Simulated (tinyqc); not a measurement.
Inside a calculation. Model: mobility of a non-polar semiconductor in the relaxation-time approximation. Computed by tinyqc, a small Python program that keeps every step. Command: `OMP_NUM_THREADS=1 python tinyqc.py 3029168 3029169 out.jsonl rta walk`. One thread of a shared host (Intel(R) Xeon(R) Processor @ 2.30GHz), about 0.01 s of CPU time with the checks. Intermediate numbers are printed to about 6 digits and carried at full precision; extremes and crossings named in words are read from the listed rows.

Each valley is treated as a sphere of mass m_d for states and rates, with one isotropic relaxation time; the conductivity mass m_c sets the current.

Inputs (values chosen for the exercise, for a model non-polar semiconductor):
```
quantity                                            value       unit
longitudinal mass m_l                                0.82        m_0
transverse mass m_t                                  0.14        m_0
equivalent valleys Z                                    3          -
static permittivity eps_s                              14          -
density rho                                          3920     kg/m^3
sound velocity v_l                                   8580        m/s
acoustic deformation potential D_A                      7         eV
phonon energy hbar w                                 26.2        meV
optical or intervalley deformation potential D_o      9.4  1e8 eV/cm
final valleys Z_f                                       2          -
carrier density n                                 7.9e+15     1/cm^3
compensation ratio C                                 0.32          -
temperature T                                         500          K
neutral impurity density N_n                      1.8e+16     1/cm^3
```

Band: parabolic. Impurity formula: Brooks-Herring. Further scattering: neutral impurities.

Constants: k_B = 8.617333262e-05 eV/K; m_0 = 9.1093837015e-31 kg; e = 1.602176634e-19 C; hbar = 1.054571817e-34 J s; eps_0 = 8.8541878128e-12 F/m; k_B = 1.380649e-23 J/K; hbar = 6.582119569e-16 eV s.

## Masses

m_d = (m_l m_t^2)^(1/3); 1/m_c = (1/m_l + 2/m_t)/3; Hall mass factor A = 3 K_m (K_m + 2)/(2 K_m + 1)^2, K_m = m_l/m_t; N_I = n (1 + C)/(1 - C).

density-of-states mass m_d = 0.252362 m_0

conductivity mass m_c = 0.193483 m_0

Hall mass factor A = 0.854059

ionised impurity density N_I = 1.53353e+16 1/cm^3

## Fermi level and screening

Parabolic band: E = hbar^2 k^2/(2 m), speed v = hbar k/m, states per spin, volume and energy g(E) = m k/(2 pi^2 hbar^2). Here m = m_d. Masses are multiplied by m_0 and all formulas are in SI units. The reduced Fermi level eta = E_F/(k_B T) solves n = 2 Z int g f dE with f = 1/(1 + exp(x - eta)) (Z = 1 unless valleys are given); screening length L_s = sqrt(eps_s eps_0 k_B T/(e^2 dn/deta)), dn/deta = 2 Z int g f (1 - f) dE. Integrals over x = E/(k_B T) use 160 Gauss-Legendre points in u = sqrt(x) from 0 to sqrt(max(eta, 0) + 32).

reduced Fermi level eta = -7.86290

screening length L_s = 64.9637 nm

The gas is non-degenerate (eta < -2), and L_s is close to the Debye length.

## Rates at a few energies

Phonon occupation N_q = 1/(exp(hbar w/(k_B T)) - 1). Acoustic deformation potential (elastic, equipartition, absorption and emission together): 1/tau = 2 pi k_B T D_A^2 g(E)/(hbar rho v_l^2). Optical or intervalley deformation potential: 1/tau = (pi Z_f D_o^2/(rho w)) [N_q g(E + hbar w) + (N_q + 1) g(E - hbar w)], with g = 0 below the band edge. Each optical term is multiplied by (1 - f(E'))/(1 - f(E)), E' the final energy, for Pauli blocking. Singly charged impurities, momentum relaxation: 1/tau = N_I e^4 m (1 + 2 alpha E) Phi/(8 pi (eps_s eps_0)^2 hbar^3 k^3), with alpha = 0 for a parabolic band. Brooks-Herring: Phi = ln(1 + b) - b/(1 + b), b = 4 k^2 L_s^2. Neutral impurities (Erginsoy): 1/tau = 20 N_n a_B hbar/m, a_B = 4 pi eps_s eps_0 hbar^2/(m e^2).

Rates (1e12/s) at E = (max(eta, 0) + 0.5, 1, 2, 4) k_B T:
```
E (meV)  acoustic  optical  ionised impurity  neutral impurity
21.543    0.70917   6.4276          0.645847          0.484811
43.087    1.00292  14.7630          0.251645          0.484811
86.173    1.41834  23.0911          0.097212          0.484811
172.347   2.00583  33.7610          0.037284          0.484811
```

## Mobility for each process alone

mu = (m_d/m_c) (2 Z e/(3 n k_B T)) int g v^2 tau f (1 - f) dE. Averages over x are split at the emission threshold x_0 = hbar w/(k_B T): 64 Gauss-Legendre points in sqrt(x) below it and 128 in sqrt(x - x_0) above it, up to x = max(eta, 0) + 32.

acoustic mobility = 6817.93 cm^2/(V s)

optical mobility = 466.141 cm^2/(V s)

ionised impurity mobility = 140162 cm^2/(V s)

neutral impurity mobility = 18750.2 cm^2/(V s)

## All processes together

Rates are added at each energy before the average. With <y> = int g v^2 y f (1 - f) dE: Hall factor r_H = A (3 n k_B T/(2 Z m_d)) <tau^2/(1 + 2 alpha E)>/<tau>^2 (alpha = 0 for a parabolic band); Hall mobility r_H mu; |S| = (k_B/e) (<x tau>/<tau> - eta); resistivity 1/(n e mu).

drift mobility mu = 409.148 cm^2/(V s)

Hall factor r_H = 1.08330

Hall mobility = 443.232 cm^2/(V s)

Seebeck coefficient |S| = 841.909 microvolt/K

resistivity = 1.93100 ohm cm

Taking r_H = 1 in a Hall measurement would give a density 0.923 times the true one. Caution: Erginsoy's formula holds for k a_B below about 0.5 and for dopants that stay neutral, which means low temperature; elsewhere it is only a rough constant rate.

## Matthiessen's rule against the full average

Matthiessen's rule adds 1/mu of the separate processes.

Separate mobilities:
```
process           mu (cm^2/(V s))  share of the sum of 1/mu (%)
acoustic              6.81793e+03                   6.23496e+00
optical               4.66141e+02                   9.11946e+01
ionised impurity      1.40162e+05                   3.03289e-01
neutral impurity      1.87502e+04                   2.26715e+00
```

mobility by Matthiessen's rule = 425.095 cm^2/(V s)

excess of Matthiessen's rule over the full mu = 3.89759 %

The rule gives 425.1 against the full 409.1, 3.9 % too high; it can only overestimate, since each separate average is carried by the energies where that process is weak. One process, optical, holds 91 % of the resistance, so the error is small.

Checks made by the program: n against 2 Z (m k_B T/2 pi hbar^2)^(3/2) (2/sqrt(pi)) F_1/2(eta) by adaptive quadrature (relative difference below 1e-10); acoustic mobility against its closed form in Fermi integrals (relative difference below 1e-10); the sum rule (2 Z/(3 k_B T)) int g v^2 (1 + 2 alpha E) f (1 - f) dE = n/m_d (relative difference below 1e-10).
